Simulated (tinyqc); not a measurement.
What each parameter does: polytypes by hexagonality, and a cubic inclusion as a quantum well.

Gap: E3 + (E2 - E3) h. Valence top Ev2 h and polarisation P2 h, both counted from 3C; Ec = Ev + gap.

A cubic inclusion of width L = N d in the host (h = 1) is a well of depth V = Ec(host) - Ec(3C). Square well with mass mismatch: k tan(k L/2) = (m_w/m_b) q, k = sqrt(m_w E/c), q = sqrt(m_b (V - E)/c), c = hbar^2/2m0, lowest root. The depth of the level, V - E, is its binding, and the transition to the valence top of the host is gap(host) - (V - E). The step in polarisation gives a field |F| = |P|/(eps eps0) in a thin inclusion, eps0 = 8.8541878e-12 F/m.

Constants: hbar^2/2m0 = 3.80998211 eV angstrom^2.

Inputs chosen for the exercise (of the order of those of InAs; the results hold for these values, not for the real material):

| symbol | value | unit | meaning |
|---|---|---|---|
| E3 | 0.416 | eV | gap of the cubic polytype |
| E2 | 0.455 | eV | gap of 2H |
| Ev2 | 0.054 | eV | valence top of 2H above that of 3C |
| P2 | 0.0019 | C/m^2 | spontaneous polarisation of 2H |
| m | (0.028, 0.027) | m0 | electron mass along c in the cubic layer and in the host |
| d | 3.492 | angstrom | thickness of a double layer |
| eps | 14.9 |  | dielectric constant |
| N | 24 |  | double layers in the cubic inclusion |

Well depth, depth of the level, transition without the field and field.

One parameter was then changed.

Results before and after:

| case | V (eV) | depth (eV) | transition (eV) | \|F\| (MV/cm) |
|---|---|---|---|---|
| base | 0.0930 | 0.0455 | 0.4095 | 0.144 |
| changed | 0.0930 | 0.0455 | 0.4095 | 0.135 |

Which of these changes was made? (a) E3 = 0.396 eV; (b) m = (0.034, 0.027) m0; (c) eps = 15.9; (d) N = 25; (e) Ev2 = 0.084 eV; (f) E2 = 0.485 eV; (g) P2 = 0.0025 C/m^2.

Answer: (c) eps = 15.9. Of the candidates, run in turn, only this one gives the changed row.

All candidates:

| case | V (eV) | depth (eV) | transition (eV) | \|F\| (MV/cm) |
|---|---|---|---|---|
| base | 0.0930 | 0.0455 | 0.4095 | 0.144 |
| N = 25 | 0.0930 | 0.0471 | 0.4079 | 0.144 |
| Ev2 = 0.084 eV | 0.1230 | 0.0677 | 0.3873 | 0.144 |
| E3 = 0.396 eV | 0.1130 | 0.0601 | 0.3949 | 0.144 |
| E2 = 0.485 eV | 0.1230 | 0.0677 | 0.4173 | 0.144 |
| P2 = 0.0025 C/m^2 | 0.0930 | 0.0455 | 0.4095 | 0.189 |
| eps = 15.9 | 0.0930 | 0.0455 | 0.4095 | 0.135 |
| m = (0.034, 0.027) m0 | 0.0930 | 0.0470 | 0.4080 | 0.144 |

Run: tinyqc, `OMP_NUM_THREADS=1 python tinyqc.py 1880347 1880348 out.jsonl`; Intel(R) Xeon(R) Processor @ 2.30GHz, one thread, shared host; about 0.1 s of CPU time with all checks.
